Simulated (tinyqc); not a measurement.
# Implanted layer, carriers, mobility and sheet resistance, step by step

tinyqc, about 0.01 s, one thread, Intel Xeon 2.30GHz (shared host): `OMP_NUM_THREADS=1 python tinyqc.py 2110163 2110164 out.jsonl` Printed values are rounded.

An n-type layer from the surface x = 0 to the junction xj, N(x) = N0 exp(-(x - Rp)^2/(2 sg^2)). Local neutrality (no depletion at surface or junction, no spilling of carriers), intrinsic carriers neglected, full ionisation of active dopants.

Values chosen for this exercise; values close to those of arsenic in silicon over a p-type background: temperature T = 300 K; background doping of the opposite type Nb = 3.4e15 cm^-3; peak chemical concentration N0 = 4.5e19 cm^-3; mobility limit at high doping m1 = 50.6 cm^2/(V s); mobility limit at low doping, at 300 K m2 = 1410 cm^2/(V s); reference doping of the mobility law Nr = 9.62e16 cm^-3; exponent of the mobility law am = 0.676; temperature exponent of m2 bt = 2.1; solubility limit of active dopant Ns = 2e20 cm^-3; straggle after annealing sg = 11 nm; projected range Rp = 18 nm.

Constants: q = 1.602176634e-19 C. Results are converted to the units shown.

## Junction depth and local values

xj = Rp + sg sqrt(2 ln(N0/Nb)); 13 equal steps from 0 to xj. Active dopant A = min(N, Ns); n = A - Nb; mobility mu = m1 + (m2 (T/300 K)^(-bt) - m1)/(1 + ((A + Nb)/Nr)^am).

xj = 65.92427 nm

```
point    x (nm)    N (cm^-3)    A (cm^-3)  n (1e19 cm^-3)  mu (cm^2/(V s))
0       0.00000  1.179670e19  1.179670e19        1.179330         101.2847
1       5.07110  2.255447e19  2.255447e19        2.255107         83.74544
2      10.14220  3.486619e19  3.486619e19        3.486279         75.44667
3      15.21329  4.357888e19  4.357888e19        4.357548         72.02403
4      20.28439  4.404002e19  4.404002e19        4.403662         71.87451
5      25.35549  3.598476e19  3.598476e19        3.598136         74.93134
6      30.42659  2.377330e19  2.377330e19        2.376990         82.61437
7      35.49768  1.269873e19  1.269873e19        1.269533         98.91014
8      40.56878  5.484419e18  5.484419e18        0.548102         133.5463
9      45.63988  1.915141e18  1.915141e18        0.191174         209.3631
10     50.71098  5.407178e17  5.407178e17        0.053732         372.2540
11     55.78207  1.234356e17  1.234356e17        0.012004         666.9702
12     60.85317  2.278294e16  2.278294e16        0.001938         1011.368
13     65.92427       3.4e15       3.4e15        0.000000         1215.685
```

The mobility runs from 71.9 to 1220 cm^2/(V s).

## Sheet quantities by the trapezoid rule

Dose = integral of N, carrier sheet density = integral of n, 1/Rs = q integral of n mu, mean mobility 1/(q Rs sheet density), Hall mobility (unit Hall factor) = integral of n mu^2 over integral of n mu, Hall sheet density = (integral of n mu)^2/integral of n mu^2; all from 0 to xj.

dose = 1.1739e14 cm^-2
carrier sheet density = 1.1736e14 cm^-2
Rs = 655.83 ohm/square
mean mobility = 81.089 cm^2/(V s)
Hall mobility = 89.962 cm^2/(V s)
Hall sheet density = 1.0579e14 cm^-2

Carriers make up 100 % of the dose. A Hall measurement weights the mobile tail, so its sheet density is 9.9 % below the true one. With 4000 steps Rs = 654.0 ohm/square; the coarse value is 0.27 % above it.
